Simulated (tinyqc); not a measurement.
Bias-temperature instability from a Gaussian distribution of capture and emission barriers: one step, computed by the program tinyqc.

Each trap has a capture time tau_0 exp(E_c/(k_B T)) under stress and an emission time tau_0 exp(E_e/(k_B T)) after it. E_c is Gaussian, and E_e = E_c + d with d Gaussian and independent. A trap counts as filled once t_s exceeds its capture time and as emptied once t_r exceeds its emission time.

Problem. Recovery. Demarcation energies E_s = k_B T ln(t_s/tau_0), E_r = k_B T ln(t_r/tau_0); mean barrier mu = mu_c - k_F F; z = (E_s - mu)/sigma_c; Phi is the standard normal distribution. Temperatures in kelvin are T(C) + 273.15. Remaining shift dV = V_max int_(-infinity)^(E_s) g(E_c) [1 - Phi((E_r - E_c - delta)/sigma_d)] dE_c, g the Gaussian density of E_c (Gauss-Legendre, 120 points over 7 sigma_c below E_s).

Inputs (values chosen for the exercise, for a model p-channel transistor):

| quantity | value | unit |
|---|---|---|
| shift with all traps filled V_max | 62 | mV |
| spread of capture barriers sigma_c | 0.29 | eV |
| mean of E_e - E_c at the stress field, delta | -0.27 | eV |
| spread of E_e - E_c, sigma_d | 0.32 | eV |
| time constant tau_0 | 1e-09 | s |
| temperature T | 25 | C |
| stress time t_s | 10000 | s |
| recovery time t_r | 3e-05 | s |

mean barrier mu = 1.28 eV

shift without recovery dV0 = 2.421079 mV

Constants: k_B = 8.617333262e-05 eV/K.

Give: E_r; remaining shift dV; remaining share dV/dV0.

Solution.

E_r = 0.2649 eV

remaining shift dV = 1.548 mV

remaining share dV/dV0 = 0.6393

A measurement delay of t_r hides 36 % of the shift. Caution: part of the filled traps have an emission barrier near or below zero, which means only that they empty at once.
